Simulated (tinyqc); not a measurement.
Comparisons within one model: sp3s* tight binding. A value that a table varies takes the place of the one given here.

sp3s* tight binding, nearest neighbours only: anion (a) at 0, cation (c) at a/4 (1,1,1), orbitals s, px, py, pz, s* on each; k in units of 2 pi/a. With phases e_j = exp(i (pi/2) k.n_j) for n = (1,1,1), (1,-1,-1), (-1,1,-1), (-1,-1,1): g0 = (e1+e2+e3+e4)/4, g1 = (e1+e2-e3-e4)/4, g2 = (e1-e2+e3-e4)/4, g3 = (e1-e2-e3+e4)/4. The diagonal holds the levels Esa, Epa, Exa (s*) and Esc, Epc, Exc. Anion-cation block: <sa|sc> = Vss g0; <sa|xc> = Vsapc g1; <xa|sc> = -Vscpa g1; <xa|xc> = Vxx g0; <xa|yc> = <ya|xc> = Vxy g3, <xa|zc> = <za|xc> = Vxy g2, <ya|zc> = <za|yc> = Vxy g1; <s*a|xc> = Vxapc g1; <xa|s*c> = -Vpaxc g1; y and z take g2 and g3 in place of g1; s-s* and s*-s* vanish.

Inputs chosen for the exercise (near a published set for GaAs, fitted to gaps, whose masses and valley positions are rough; not measured data): Esa = -8.237 eV (s level of the anion); Epa = 1.046 eV (p level of the anion); Esc = -2.667 eV (s level of the cation); Epc = 3.691 eV (p level of the cation); Exa = 8.51 eV (s* level of the anion); Exc = 6.763 eV (s* level of the cation); Vss = -6.431 eV (s-s); Vxx = 1.951 eV (px-px); Vxy = 5.004 eV (px-py); Vsapc = 4.489 eV (s anion, p cation); Vscpa = 5.743 eV (s cation, p anion); Vxapc = 4.804 eV (s* anion, p cation); Vpaxc = 4.739 eV (p anion, s* cation); eta = 2 (scaling exponent); D001 = 0.94 (ratio -ezz/exx).

## What the s* orbital does

The s* couplings Vxapc and Vpaxc are scaled by f; f = 0 is the plain sp3 model. Gaps from the top of the valence band at Gamma; the Delta value is the minimum on (x,0,0), 0.5 <= x <= 1.

Gaps (eV):
```
f      Gamma   Delta       L  x of the minimum
0.00  1.5446  4.0458  2.9256             0.500
0.25  1.5446  3.9253  2.8167             0.500
0.50  1.5446  3.6205  2.5299             0.500
0.75  1.5446  3.0690  2.1421             1.000
0.90  1.5446  2.4633  1.8872             1.000
1.00  1.5446  2.0542  1.7135             1.000
1.10  1.5446  1.6432  1.5381             1.000
```

How do the results move?

The gap at Gamma stays, since g1 to g3 vanish there. From f = 0 to 1 the s* levels lower the Delta value by 1.992 eV and L by 1.212 eV. For f = 0, 0.25 and 0.5 the least value lies at x = 0.5, the end of the range: any valley further out lies above that value until s* has lowered it enough. The lowest of the three is Gamma at both f = 0 and f = 1.

## Hydrostatic strain (sp3s* tight binding, strained)

Strain e moves each bond vector to d = (1 + e) d0 (no internal displacement for the diagonal strains used here) and k is given in fractions of the strained reciprocal cell, so the phases stay. Two-centre values Vss_sigma = Vss/4, Vsp_sigma = sqrt3 V/4 for each s-p and s*-p pair, Vpp_sigma = (Vxx + 2 Vxy)/4, Vpp_pi = (Vxx - Vxy)/4 are scaled by (d0/d)^eta and combined with the new direction cosines; the levels on the diagonal stay.

exx = eyy = ezz = e. Gaps as measured from the top of the valence band; the deformation potentials are (gap(0.01) - gap(-0.01))/0.06.

Gaps (eV):
```
e       Gamma   Delta       L  x of the minimum
-0.03  2.0195  2.0417  1.9397             1.000
-0.02  1.8557  2.0453  1.8617             1.000
-0.01  1.6975  2.0495  1.7863             1.000
0.00   1.5446  2.0542  1.7135             1.000
0.01   1.3968  2.0594  1.6431             1.000
0.02   1.2539  2.0650  1.5753             1.000
0.03   1.1156  2.0709  1.5098             1.000
```

gap deformation potentials (eV): Gamma -5.012, Delta 0.165, L -2.386

How do the results move?

Per unit of volume strain the gaps move by -5.01 (Gamma), +0.16 (Delta) and -2.39 eV (L). The lowest valley changes from L to Gamma between e = -0.03 and -0.02. These potentials follow from the one exponent eta, which fitted models replace by one for each integral; with it the sizes are rough, the sign for Delta can be wrong (in Si, Ge and the III-V crystals measured values are small and positive), and the pressures at which valleys cross, and which valley takes over, are rough too. A gap of zero, where one is listed, marks an s level that has sunk below the valence top.

## Biaxial strain splits the top of the valence band (sp3s* tight binding, strained)

No spin-orbit coupling; k = 0; exx = eyy = e, ezz = -D001 e. The four bonds keep equal lengths, and the sums over them give Vxx(e) for px and py and Vzz(e) for pz; each level is the lower root of [[Epa, V], [V, Epc]], and the s level the upper root of the s block. The shear potential b follows from E(x,y) - E(z) = 3 b (exx - ezz), taken as the slope between e = -0.005 and 0.005.

Couplings and levels at Gamma (eV):
```
e           ezz  Vxx(e)  Vzz(e)   E(x,y)     E(z)  E(x,y) - E(z) (meV)  upper s level
-0.020   0.0188  1.8452  2.2442   0.0983  -0.2364                334.7         1.6385
-0.010   0.0094  1.8991  2.0959   0.0543  -0.1098                164.1         1.5976
-0.005   0.0047  1.9253  2.0230   0.0327  -0.0485                 81.2         1.5769
0.005   -0.0047  1.9762  1.8798  -0.0094   0.0701                -79.5         1.5352
0.010   -0.0094  2.0009  1.8095  -0.0300   0.1272               -157.2         1.5142
0.020   -0.0188  2.0489  1.6714  -0.0702   0.2372               -307.3         1.4718
```

b = -2.761 eV

What does this show, and why?

Under tension in the plane (e > 0) the bonds tilt towards the plane, Vxx grows to 2.0009 and Vzz falls to 1.8095 eV at e = 0.01, and the pz state forms the top of the valence band, by 157.2 meV; under compression (e = -0.01) the px, py pair does, by 164.1 meV. The slope gives b = -2.76 eV, a rough value, since on-site strain terms are left out (measured values lie near -2 eV).

## What each parameter does

Gaps from the top of the valence band at Gamma; Delta is the minimum on (x,0,0), 0.5 <= x <= 1. Each row changes one parameter from the base and keeps the others.

Results:
```
case              Ev (eV)  gap Gamma (eV)  gap Delta (eV)  gap L (eV)
base               0.0115          1.5446          2.0542      1.7135
Epc = 3.391 eV    -0.0577          1.6139          1.9504      1.7135
Vxy = 4.704 eV     0.0115          1.5446          2.0542      1.8004
Esc = -2.867 eV    0.0115          1.4055          2.0542      1.6351
Vsapc = 4.189 eV   0.0115          1.5446          1.9065      1.6174
Esa = -8.037 eV    0.0115          1.6055          2.0763      1.7436
Vxx = 1.751 eV     0.1742          1.3819          1.8915      1.5223
```

What can be read from the table?

The largest shifts from the base row, up to three for each result and ties (the steps differ in size, so this ranks the rows, not the parameters). Ev (eV): Vxx +0.1627, Epc -0.0692; unchanged at the printed digits by Vxy, Esc, Vsapc and Esa. gap Gamma (eV): Vxx -0.1627, Esc -0.1391, Epc +0.0692; unchanged at the printed digits by Vxy and Vsapc. gap Delta (eV): Vxx -0.1627, Vsapc -0.1477, Epc -0.1038; unchanged at the printed digits by Vxy and Esc. gap L (eV): Vxx -0.1912, Vsapc -0.0960, Vxy +0.0870; unchanged at the printed digits by Epc. Vxy and Vsapc cannot move Ev or the gap at Gamma, whose blocks do not hold them; s parameters never move Ev, and move the gap only where the lowest empty level at Gamma is s-like.

tinyqc: `OMP_NUM_THREADS=1 python tinyqc.py 1452112 1452113 out.jsonl`; about 0.07 s, one thread, shared Intel(R) Xeon(R) Processor @ 2.30GHz.
